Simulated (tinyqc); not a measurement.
Inside a calculation. Method: Ewald sum of point charges, caesium chloride lattice. Computed by tinyqc, a small Python program that keeps every step. Command: `OMP_NUM_THREADS=1 python tinyqc.py 30637 30638 out.jsonl` (the two numbers bound the seeds that draw the settings). One thread of a shared host (Intel(R) Xeon(R) Processor @ 2.60GHz), about 0.03 s of CPU time with the checks.

## Ewald sum with eta = 0.434 1/bohr

cell vectors (rows) (bohr):
```
[[8.220000, 0.000000, 0.000000],
 [0.000000, 8.220000, 0.000000],
 [0.000000, 0.000000, 8.220000]]
```

Charges:
```
q                f1        f2        f3
1.000000   0.000000  0.000000  0.000000
-1.000000  0.500000  0.500000  0.500000
```

Real space: 1/2 sum q_i q_j erfc(eta r)/r over all images with r > 0; reciprocal space: (2 pi/V) sum_(G != 0) exp(-G^2/4 eta^2)/G^2 |S(G)|^2 with S(G) = sum q exp(i G.r); self term -eta/sqrt(pi) sum q^2; background -pi Q^2/(2 V eta^2), Q the total charge.

Real-space shells (first ones):
```
r (bohr)   pairs  sum (hartree)
7.118729      16      -0.000014
8.220000      12       3.31e-07
11.624835     24              0
13.631328     48              0
```

Reciprocal shells (first ones that count):
```
G^2 (1/bohr^2)  vectors  sum (hartree)
0.584273              6       0.213978
1.752820              8       0.020165
2.921367             24       0.007696
5.258460             30       0.000240
6.427007             24       0.000033
7.595554             24       0.000006
9.932647             48       4.11e-07
11.101194            24       3.90e-08
12.269741            48       1.50e-08
14.606835            30       3.54e-10
```

## The total does not depend on eta

The same sums for other eta.

Totals (hartree per cell):
```
eta            real  reciprocal       self  background        total
0.434000  -0.000014    0.242119  -0.489717    0.000000  -0.24761089
0.664000  -2.60e-11    0.501633  -0.749244    0.000000  -0.24761089
0.739000          0    0.586261  -0.833872    0.000000  -0.24761089
```

shortest distance = 7.118729 bohr

Madelung constant -E d / (formula units |q+ q-|) = 1.762675
